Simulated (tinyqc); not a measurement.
n-type polysilicon, carrier trapping at grain boundaries: one step of the calculation.

One-dimensional grains of size Lg, uniform ionised doping N, monovalent traps Qt at each boundary at a depth Et below (for electrons) or above (for holes) the band edge there, abrupt depletion of width W on each side of a boundary, Boltzmann statistics. xi is the distance from the band edge at the grain centre to the Fermi level. Trapped charge Qt/(1 + exp((xi + VB - Et)/Vt)) = 2 N W, barrier VB = q N W^2/(2 eps0 eps_r).

Problem. Resistivity and effective mobility. n0 = NB exp(-xi/Vt); mean density n0 (1 - 2 W/Lg) by charge balance in a partly depleted grain, and n0 (sqrt(pi)/2) erf(u)/u with u = sqrt(VB/Vt) in a fully depleted one; v = sqrt(kB T/(2 pi ms m0)); barrier resistivity Vt exp(VB/Vt)/(q fe n0 v Lg); grain resistivity (1 - 2 W/Lg)/(q n0 mug); effective mobility 1/(q mean density total resistivity).

Inputs (values chosen for the exercise); values of the order met in polycrystalline silicon:
- T = 400 K (temperature)
- NB = 4.31e19 cm^-3 (conduction-band density of states at T)
- Lg = 170 nm (grain size)
- ms = 0.34 m0 (mass for thermionic emission)
- fe = 0.12 (correction factor of the emission rate)
- mug = 110 cm^2/(V s) (mobility inside the grains)

Constants: q = 1.602176634e-19 C, kB = 1.380649e-23 J/K, m0 = 9.1093837015e-31 kg, Vt = kB T/q. Results are converted to the units shown.

W = 17.986501 nm
xi = 0.19289399 V
VB = 0.040027562 V

Find: n0; mean density; v; barrier resistivity; grain resistivity; resistivity; effective mobility.

Solution.

n0 = 1.600e17 cm^-3
mean density = 1.261e17 cm^-3
v = 5.327e6 cm/s
barrier resistivity = 0.3952 ohm cm
grain resistivity = 0.2796 ohm cm
resistivity = 0.6748 ohm cm
effective mobility = 73.33 cm^2/(V s)

The resistivity is 1.90 times that of a single crystal with the same N and mobility mug, and the mean density is 78.8 % of N.

Numbers from tinyqc (`OMP_NUM_THREADS=1 python tinyqc.py 2830037 2830038 out.jsonl`; about 0.01 s on one thread of a shared Intel Xeon 2.30GHz).
